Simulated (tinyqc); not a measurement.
# Energy and delay of logic against supply voltage: effects of single changes

One expression serves below and above threshold: I(Vg) = Ik [ln(1 + exp((Vg - VT + dd V)/(al nf Vt)))]^al, with I_on = I(V) and I_off = I(0). Gate delay td = kd C V/I_on, clock period LD td. Per gate and cycle the switching energy is act C V^2 and the leakage energy I_off V LD td. No short-circuit current, no variation. Minima are sought above 0.09 V; below a few Vt gates no longer switch and the model has no meaning.

Values chosen for this exercise; values of the order met in logic technologies:
- T = 378 K (temperature)
- VT = 0.29 V (threshold voltage at zero drain bias)
- nf = 1.3 (slope factor)
- dd = 0.11 (barrier lowering per volt of supply)
- Ik = 2.4 uA (specific current of a gate)
- al = 1.62 (exponent of the current law)
- C = 3.4 fF (load capacitance of a gate)
- kd = 0.9 (delay factor)
- LD = 16 (logic depth)
- act = 0.01 (activity factor)

Constants: q = 1.602176634e-19 C, kB = 1.380649e-23 J/K, Vt = kB T/q. Results are converted to the units shown.

Each table varies one quantity; the others keep the values above.

## Energy and delay against supply voltage

EDP = energy times td.

Result of one run:
```
V (V)  I_on (uA)  I_off (nA)  td (ps)  switching (aJ)  leakage (aJ)  energy (aJ)  EDP (fJ ps)
0.25       1.067       4.791    717.2           2.125         13.74        15.87        11.38
```

What becomes of these results when the supply voltage V is changed from 0.25 to 0.35 V, all else the same?

Result of the changed run:
```
V (V)  I_on (uA)  I_off (nA)  td (ps)  switching (aJ)  leakage (aJ)  energy (aJ)  EDP (fJ ps)
0.35       5.398       6.193    198.4           4.165         6.881        11.05        2.192
```

The whole series:
```
V (V)  I_on (uA)  I_off (nA)  td (ps)  switching (aJ)  leakage (aJ)  energy (aJ)  EDP (fJ ps)
0.25       1.067       4.791    717.2           2.125         13.74        15.87        11.38
0.35       5.398       6.193    198.4           4.165         6.881        11.05        2.192
0.46       16.24       8.210    86.68           7.194         5.238        12.43        1.078
0.56       30.90       10.60    55.46           10.66         5.268        15.93       0.8835
0.67       51.22       14.03    40.02           15.26         6.020        21.28       0.8518
0.78       75.34       18.55    31.68           20.69         7.335        28.02       0.8877
0.88       100.2       23.89    26.86           26.33         9.036        35.37       0.9501
0.99       130.7       31.51    23.18           33.32         11.57        44.90        1.041
1.09       160.9       40.47    20.73           40.40         14.63        55.03        1.140
1.2        196.9       53.21    18.65           48.96         19.05        68.01        1.268
```

td falls from 717 to 18.6 ps; the energy goes from 15.9 through a minimum of 11.0 (at V = 0.35 V among the rows listed) to 68.0 aJ and the EDP goes from 11.4 through a minimum of 0.852 (at V = 0.67 V among the rows listed) to 1.27 fJ ps. The exact minima lie at V = 0.366 V for the energy and 0.651 V for the EDP. Going from 1.2 V to the energy minimum saves a factor of 6.19 in energy and costs a factor of 9.15 in delay. Below the minimum the leakage energy rises faster than the switching energy falls, because the clock period grows so steeply.

## Optimum supplies against the threshold voltage at zero drain bias

Same model as above.

V_min minimises the energy and V_EDP the product of energy and td.

Optimum supplies against the threshold voltage at zero drain bias:
```
VT (V)  V_min (V)  energy at V_min (aJ)  leakage share (%)  clock at V_min (MHz)  V_EDP (V)  clock at V_EDP (GHz)
0.3        0.3660                 10.24              55.51                 329.1     0.6597                 1.467
0.35       0.3640                 7.841              42.55                 171.9     0.7151                 1.411
0.4        0.3612                 6.724              34.05                 76.09     0.7929                 1.446
0.45       0.3593                 6.192              29.10                 29.47     0.8838                 1.527
0.5        0.3584                 5.935              26.42                 10.36     0.9797                 1.623
0.55       0.3579                 5.810              25.04                 3.420      1.077                 1.720
```

As VT goes from 0.3 to 0.55, V_min falls from 0.366 to 0.358 V, the energy there falls from 10.2 to 5.81 aJ, the clock there falls from 329 to 3.42 MHz and V_EDP rises from 0.660 to 1.08 V. V_min lies below VT for VT = 0.4, 0.45, 0.5, 0.55 V. As VT grows, I_on too becomes a subthreshold current, VT cancels more and more from the energy, and it mainly sets the clock.

Numbers from tinyqc (`OMP_NUM_THREADS=1 python tinyqc.py 2082031 2082032 out.jsonl`; about 0.01 s on one thread of a shared Intel Xeon 2.30GHz).
